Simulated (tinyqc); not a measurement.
n-type polysilicon, carrier trapping at grain boundaries: one step of the calculation.

One-dimensional grains of size Lg, uniform ionised doping N, monovalent traps Qt at each boundary at a depth Et below (for electrons) or above (for holes) the band edge there, abrupt depletion of width W on each side of a boundary, Boltzmann statistics. xi is the distance from the band edge at the grain centre to the Fermi level. Trapped charge Qt/(1 + exp((xi + VB - Et)/Vt)) = 2 N W, barrier VB = q N W^2/(2 eps0 eps_r).

Task. Resistivity and effective mobility. n0 = NB exp(-xi/Vt); mean density n0 (1 - 2 W/Lg) by charge balance in a partly depleted grain, and n0 (sqrt(pi)/2) erf(u)/u with u = sqrt(VB/Vt) in a fully depleted one; v = sqrt(kB T/(2 pi ms m0)); barrier resistivity Vt exp(VB/Vt)/(q fe n0 v Lg); grain resistivity (1 - 2 W/Lg)/(q n0 mug); effective mobility 1/(q mean density total resistivity).

Parameters, values chosen for the exercise; values of the order met in polycrystalline silicon:
- T = 400 K (temperature)
- NB = 4.31e19 cm^-3 (conduction-band density of states at T)
- Lg = 250 nm (grain size)
- ms = 0.59 m0 (mass for thermionic emission)
- fe = 0.12 (correction factor of the emission rate)
- mug = 57 cm^2/(V s) (mobility inside the grains)

Constants: q = 1.602176634e-19 C, kB = 1.380649e-23 J/K, m0 = 9.1093837015e-31 kg, Vt = kB T/q. Results are converted to the units shown.

W = 52.372199 nm
xi = 0.25059484 V
VB = 0.063630991 V

Find: n0; mean density; v; barrier resistivity; grain resistivity; resistivity; effective mobility.

Result.

n0 = 3.000e16 cm^-3
mean density = 1.743e16 cm^-3
v = 4.044e6 cm/s
barrier resistivity = 3.744 ohm cm
grain resistivity = 2.121 ohm cm
resistivity = 5.865 ohm cm
effective mobility = 61.05 cm^2/(V s)

The resistivity is 1.61 times that of a single crystal with the same N and mobility mug, and the mean density is 58.1 % of N. The effective mobility exceeds mug only because drift through the depleted grain is left out.

Computed by the program tinyqc: `OMP_NUM_THREADS=1 python tinyqc.py 2830264 2830265 out.jsonl`, one thread of a shared Intel Xeon 2.30GHz, about 0.01 s for the whole run.
